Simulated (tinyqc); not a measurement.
What each parameter does: Kane-Mele model of a buckled honeycomb layer in a normal field.

Sublattices A and B lie at +/-b, so the field gives them the energies +/-D, D = e b Ez (in eV for b in angstrom and Ez in V/angstrom); 2 lam is the gap at zero field. Near the valleys tau = +/-1, for spin sz = +/-1: H = hbar v (tau qx sx + qy sy) + m sz_AB with m = D - tau sz lam, hbar v = (sqrt3/2) a t. On the lattice the spin-orbit term is the second-neighbour hopping i (lam/3 sqrt3) nu sz, nu = +/-1 by the sense of the turn. The filled band of one cone contributes tau sign(m)/2 to the Chern number, in the sense Omega = curl of i<u|grad u>. Rashba terms are left out.

Constants: hbar^2/2m0 = 3.80998211 eV angstrom^2.

Parameters, chosen for this exercise (of the size used for silicene; not measured data):
- a = 3.8 angstrom (lattice constant)
- t = 1.49 eV (hopping)
- lam = 0.0043 eV (spin-orbit half gap)
- b = 0.22 angstrom (half the buckling height)
- Ez = 0.025 V/angstrom (normal field at the atoms, after screening; 0.01 is 1 MV/cm, and gates reach some 0.05)

Smaller and larger gap, hbar v, and the mass 2c|m|/(hbar v)^2 at the smaller gap, c = hbar^2/2m0.

Results for these values:

| case | smaller gap (meV) | larger gap (meV) | hbar v (eV angstrom) | mass (m0) |
|---|---|---|---|---|
| base | 2.400 | 19.600 | 4.9034 | 0.00038 |

What happens to each result for Ez = 0.0275 V/angstrom, all else kept?

Answer: smaller gap rises from 2.400 to 3.500; larger gap rises from 19.600 to 20.700; hbar v does not change at the printed digits; mass rises from 0.00038 to 0.00055.

The same for each parameter in turn:

| case | smaller gap (meV) | larger gap (meV) | hbar v (eV angstrom) | mass (m0) |
|---|---|---|---|---|
| base | 2.400 | 19.600 | 4.9034 | 0.00038 |
| a = 4.18 angstrom | 2.400 | 19.600 | 5.3938 | 0.00031 |
| t = 1.639 eV | 2.400 | 19.600 | 5.3938 | 0.00031 |
| lam = 0.00473 eV | 1.540 | 20.460 | 4.9034 | 0.00024 |
| Ez = 0.0275 V/angstrom | 3.500 | 20.700 | 4.9034 | 0.00055 |

(tinyqc, `OMP_NUM_THREADS=1 python tinyqc.py 1481564 1481565 out.jsonl`, Intel(R) Xeon(R) Processor @ 2.30GHz, 1 thread, shared host, about 0.01 s.)
